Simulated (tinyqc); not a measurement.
## In-plane mass from two subband densities

Inverse problem. At zero temperature each occupied subband holds N_k = D (EF - E_k), D = md m0 q/(pi hbar^2) per eV. Two subbands are occupied. Find md, EF - E1 and EF - E2.

Constants: q = 1.602176634e-19 C, hbar = 1.054571817e-34 J s, m0 = 9.1093837015e-31 kg. Results are converted to the units shown.

N1, N2 (cm^-2): 4.1709554e12  2e11
E2 - E1 = 48.5 meV

Answer. N1 - N2 = D (E2 - E1) gives D and so md; each N_k/D is a distance to EF.

md = 0.196 m0
EF - E1 = 50.9 meV
EF - E2 = 2.44 meV

Numbers from tinyqc (`OMP_NUM_THREADS=1 python tinyqc.py 2140145 2140146 out.jsonl`; about 0.2 s on one thread of a shared Intel Xeon 2.30GHz).
